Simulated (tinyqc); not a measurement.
Two-band massive Dirac model of the K valleys, step by step. Values are carried at full precision from step to step, so a last printed digit may differ when a step is redone from the rounded ones.

Basis (conduction, valence): H = [[D/2, a t (tau kx - i ky)], [a t (tau kx + i ky), -D/2 + lam tau sz]], valley tau = +/-1, spin sz = +/-1. The gap of a spin and valley is G = D - lam tau sz. Berry curvature Omega = curl of i<u|grad u>; for the conduction band Omega_c = -tau 2 a^2 t^2 G/(G^2 + 4 a^2 t^2 k^2)^(3/2), and Omega_v = -Omega_c.

Constants: hbar^2/2m0 = 3.80998211 eV angstrom^2.

Parameters, chosen for this exercise (near those used for monolayer WS2; shifted at random, so the results belong to these values and not to a real crystal): a = 3.191 angstrom (lattice constant); D = 1.69 eV (gap parameter); t = 1.48 eV (effective hopping); lam = 0.209 eV (half the valence spin splitting); tau = -1 (valley); sz = 1 (spin); k = (0.075, 0.056) 1/angstrom (wave vector from the valley); h = 0.01 1/angstrom (side of the plaquette).

## Band edges of the four flavours

At k = 0: Ec = D/2, Ev = -D/2 + lam tau sz; mass m/m0 = c G/(a t)^2 for both bands, c = hbar^2/2m0; Omega_c(0) = -2 tau a^2 t^2/G^2.

Edges:
```
tau  sz  Ec (eV)  Ev (eV)  G (eV)  mass (m0)  Omega_c (angstrom^2)
1     1   0.8450  -0.6360  1.4810     0.2530               -20.337
1    -1   0.8450  -1.0540  1.8990     0.3244               -12.370
-1    1   0.8450  -1.0540  1.8990     0.3244                12.370
-1   -1   0.8450  -0.6360  1.4810     0.2530                20.337
```

The top of the valence band has spin up at tau = +1 and spin down at tau = -1: spin and valley are locked, with 418 meV between the two valence bands (A and B transitions at 1.481 and 1.899 eV, without exciton binding).

## H at one k

Fill in the matrix and diagonalise: E = lam tau sz/2 -/+ sqrt(G^2/4 + a^2 t^2 k^2).

H (eV), rows c, v and columns alike:
$$\begin{pmatrix}
0.8450 & -0.3542-0.2645i \\
-0.3542+0.2645i & -1.0540
\end{pmatrix}$$

levels (eV): [-1.1519, 0.9429]

cos(theta) = G/(E+ - E-) = 0.9066

## Curvature, orbital moment and circular dichroism

Omega_c from the formula; orbital moment of both bands m = -tau (a t)^2 G/(c (G^2 + 4 a^2 t^2 k^2)) in Bohr magnetons (charge -e), c = hbar^2/2m0; interband strengths |P+/-|^2 proportional to (1 +/- tau cos(theta))^2 for P+/- = Px +/- i Py, and eta = (|P+|^2 - |P-|^2)/(|P+|^2 + |P-|^2) = 2 tau cos(theta)/(1 + cos^2(theta)).

Omega_c = 9.216 angstrom^2
orbital moment = 2.534 muB
eta = -0.9952

All three change sign with the valley. The selection rule, exact at k = 0, still holds to 99.5 % here.

## The curvature from a plaquette

Corners counter-clockwise around k, from (-h/2, -h/2); upper eigenvector u with its first component real and positive; Omega = -(sum of arg <u_j|u_(j+1)>)/h^2.

Corners:
```
j      kx      ky      u_c                u_v  arg <u_j|u_j+1> (rad)
1  0.0700  0.0510  0.97939  -0.16325+0.11894i               0.002742
2  0.0800  0.0510  0.97580  -0.18439+0.11755i              -0.004215
3  0.0800  0.0610  0.97321  -0.18282+0.13940i              -0.003223
4  0.0700  0.0610  0.97669  -0.16182+0.14101i               0.003775
```

Omega_c from the plaquette = 9.214 angstrom^2

The formula at the centre gives 9.216; the plaquette averages over its area.

## Checks

- Curvature formula against a plaquette of side 1e-4: both 9.2164.
- Eta against the matrix elements of dH/dkx +/- i dH/dky: both -0.99521.

(tinyqc, `OMP_NUM_THREADS=1 python tinyqc.py 1452071 1452072 out.jsonl`, Intel(R) Xeon(R) Processor @ 2.30GHz, 1 thread, shared host, about 0.01 s.)
